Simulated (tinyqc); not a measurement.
# Inputs raised by 10 %, one at a time

Model: four-point probe, van der Pauw, Hall and spreading-resistance readings of a semiconductor layer. Computed by tinyqc, a small Python program. Command: `OMP_NUM_THREADS=1 python tinyqc.py 3111711 3111712 out.jsonl probe sens`. One thread of a shared host (Intel(R) Xeon(R) Processor @ 2.30GHz), about 0.01 s of CPU time with the checks.

The layer is uniform and ohmic; contacts are points unless a radius is given.

Inputs (values chosen for the exercise, modelled on n-type silicon):
```
quantity                                        value        unit
carrier density n                             3.4e+14      1/cm^3
drift mobility mu                                1440  cm^2/(V s)
layer thickness t                                  30  micrometre
probe spacing s                                 0.635          mm
current I                                           3          mA
side ratio a/b of the van der Pauw rectangle      1.2           -
magnetic field B                                 0.86           T
Hall factor r_H                                   1.1           -
```

Backing of the layer: insulating.

Constants: e = 1.602176634e-19 C.

Method:
- rho = 1/(e n mu); R_s = rho/t.
- Collinear probes with equal spacing on a layer with insulating backing: images at depth 2 m t give V = (rho I/(2 pi s)) G, G = 1 + 4 sum_(m>=1) [1/sqrt(1 + (2 m u)^2) - 1/sqrt(4 + (2 m u)^2)], u = t/s; the sum runs to m = 20000, with the tail 3/(32 u^3 M^2) added to the sum for M = 20000.
- Limits: thick, rho = 2 pi s V/I; thin on an insulator, rho = (pi/ln 2) t V/I.
- Thin rectangle with point contacts at the corners; for R_B current and voltage contacts lie along the two sides of length a, for R_A along those of length b: exp(-pi R_A/R_s) = (theta_4/theta_3)^4, exp(-pi R_B/R_s) = (theta_2/theta_3)^4 with q = exp(-pi a/b), theta_2 = 2 sum_(m>=0) q^((m + 1/2)^2), theta_3 = 1 + 2 sum_(m>=1) q^(m^2), theta_4 = 1 + 2 sum_(m>=1) (-1)^m q^(m^2).
- V_H = r_H I B/(e n t); apparent density n/r_H; Hall mobility r_H mu; Hall angle tan = r_H mu B (SI).

Runs:
```
input moved                                      from        to  voltage V (mV)  rho by the thick formula (ohm cm)  Hall voltage (mV)  R_B (ohm)
base run                                            -         -            2813                              374.1               1737       1590
carrier density n (1/cm^3)                    3.4e+14  3.74e+14            2557                              340.1               1579       1445
drift mobility mu (cm^2/(V s))                   1440      1584            2557                              340.1               1737       1445
layer thickness t (micrometre)                     30        33            2557                              340.1               1579       1445
probe spacing s (mm)                            0.635    0.6985            2813                              411.5               1737       1590
current I (mA)                                      3       3.3            3094                              374.1               1910       1590
magnetic field B (T)                             0.86     0.946            2813                              374.1               1910       1590
side ratio a/b of the van der Pauw rectangle      1.2      1.32            2813                              374.1               1737       2026
```

Exponents ln(y'/y) / ln(x'/x):
```
input                                         voltage V  rho by the thick formula  Hall voltage     R_B
carrier density n                                    -1                        -1            -1  -1.000
drift mobility mu                                    -1                        -1             0  -1.000
layer thickness t                                    -1                        -1            -1  -1.000
probe spacing s                                       0                         1             0   0.000
current I                                             1                         0             1   0.000
magnetic field B                                      0                         0             1   0.000
side ratio a/b of the van der Pauw rectangle          0                         0             0   2.543
```

Which inputs matter most for each result?

Among the inputs moved here: voltage V answers most in size to carrier density n (exponent -1.000), and about equally to drift mobility mu (-1.000), layer thickness t (-1.000), current I (+1.000); its exponent is below 0.0005 for probe spacing s, magnetic field B, side ratio a/b of the van der Pauw rectangle. Its exponent -1.000 in layer thickness t: a thin layer, V = R_s I ln 2/pi. Its exponent 0.000 in probe spacing s: a thin layer does not feel the spacing. rho by the thick formula answers most in size to carrier density n (exponent -1.000), and about equally to drift mobility mu (-1.000), layer thickness t (-1.000), probe spacing s (+1.000); its exponent is below 0.0005 for current I, magnetic field B, side ratio a/b of the van der Pauw rectangle. Hall voltage answers most in size to carrier density n (exponent -1.000), and about equally to layer thickness t (-1.000), magnetic field B (+1.000), current I (+1.000); its exponent is below 0.0005 for drift mobility mu, probe spacing s, side ratio a/b of the van der Pauw rectangle. R_B answers most in size to side ratio a/b of the van der Pauw rectangle (exponent +2.543), next to carrier density n (-1.000); its exponent is below 0.0005 for probe spacing s, current I, magnetic field B.

Caution (all rows): at such a voltage heating and injection at the probes disturb real readings; a smaller current would be used.
